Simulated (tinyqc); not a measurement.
Worked calculation: Pariser-Parr-Pople SCF with singles CI, for the molecule C=Cc1ccc(N)c(F)c1 (SMILES; centres numbered as the heavy atoms are written). One step of it, computed by the program tinyqc.

Problem. PPP integrals. Ohno: gamma = 14.399645/sqrt(R^2 + a^2), a = 2 x 14.399645/(gamma_rr + gamma_ss); H_rr = -W_r - sum_(s != r) z_s gamma_rs; H_rs = beta for bonds.

Centres (angstrom, eV; a flat drawing with bonds scaled to 1.40 angstrom):

| centre | x | y | core charge z | W | gamma_rr |
|---|---|---|---|---|---|
| 1C | -3.293000 | 0.837000 | 1 | 11.160000 | 11.130000 |
| 2C | -2.589000 | -0.373000 | 1 | 11.160000 | 11.130000 |
| 3C | -1.189000 | -0.368000 | 1 | 11.160000 | 11.130000 |
| 4C | -0.484000 | -1.578000 | 1 | 11.160000 | 11.130000 |
| 5C | 0.916000 | -1.573000 | 1 | 11.160000 | 11.130000 |
| 6C | 1.611000 | -0.358000 | 1 | 11.160000 | 11.130000 |
| 7N | 3.011000 | -0.353000 | 2 | 25.600000 | 16.800000 |
| 8C | 0.907000 | 0.852000 | 1 | 11.160000 | 11.130000 |
| 9F | 1.603000 | 2.067000 | 2 | 39.000000 | 21.400000 |
| 10C | -0.493000 | 0.847000 | 1 | 11.160000 | 11.130000 |

Resonance integrals (eV):

| i | j | beta |
|---|---|---|
| 1 | 2 | -2.390000 |
| 2 | 3 | -2.390000 |
| 3 | 4 | -2.390000 |
| 4 | 5 | -2.390000 |
| 5 | 6 | -2.390000 |
| 6 | 7 | -2.240000 |
| 6 | 8 | -2.390000 |
| 8 | 9 | -2.100000 |
| 8 | 10 | -2.390000 |
| 10 | 3 | -2.390000 |

Give: repulsion gamma_rs; core matrix H.

Solution.

repulsion gamma_rs (eV):
```
         1C      2C      3C      4C      5C      6C      7N      8C
1C   11.130   7.554   5.240   3.670   2.869   2.763   2.216   3.277
2C    7.554  11.130   7.554   5.238   3.670   3.277   2.529   3.670
3C    5.240   7.554  11.130   7.553   5.238   4.668   3.330   5.239
4C    3.670   5.238   7.553  11.130   7.554   5.240   3.746   4.669
5C    2.869   3.670   5.238   7.554  11.130   7.555   5.466   5.239
6C    2.763   3.277   4.668   5.240   7.555  11.130   8.282   7.554
7N    2.216   2.529   3.330   3.746   5.466   8.282  16.800   5.465
8C    3.277   3.670   5.239   4.669   5.239   7.554   5.465  11.130
9F    2.810   2.920   3.780   3.355   3.781   5.578   4.966   8.692
10C   4.668   5.239   7.553   5.239   4.668   5.240   3.745   7.554

         9F     10C
1C    2.810   4.668
2C    2.920   5.239
3C    3.780   7.553
4C    3.355   5.239
5C    3.781   4.668
6C    5.578   5.240
7N    4.966   3.745
8C    8.692   7.554
9F   21.400   5.577
10C   5.577  11.130
```

core matrix H (eV):
```
          1C       2C       3C       4C       5C       6C       7N       8C
1C   -51.252   -2.390    0.000    0.000    0.000    0.000    0.000    0.000
2C    -2.390  -58.259   -2.390    0.000    0.000    0.000    0.000    0.000
3C     0.000   -2.390  -68.425   -2.390    0.000    0.000    0.000    0.000
4C     0.000    0.000   -2.390  -64.523   -2.390    0.000    0.000    0.000
5C     0.000    0.000    0.000   -2.390  -66.445   -2.390    0.000    0.000
6C     0.000    0.000    0.000    0.000   -2.390  -75.176   -2.240   -2.390
7N     0.000    0.000    0.000    0.000    0.000   -2.240  -70.311    0.000
8C     0.000    0.000    0.000    0.000    0.000   -2.390    0.000  -76.675
9F     0.000    0.000    0.000    0.000    0.000    0.000    0.000   -2.100
10C    0.000    0.000   -2.390    0.000    0.000    0.000    0.000   -2.390

          9F      10C
1C     0.000    0.000
2C     0.000    0.000
3C     0.000   -2.390
4C     0.000    0.000
5C     0.000    0.000
6C     0.000    0.000
7N     0.000    0.000
8C    -2.100   -2.390
9F   -85.426    0.000
10C    0.000  -69.967
```
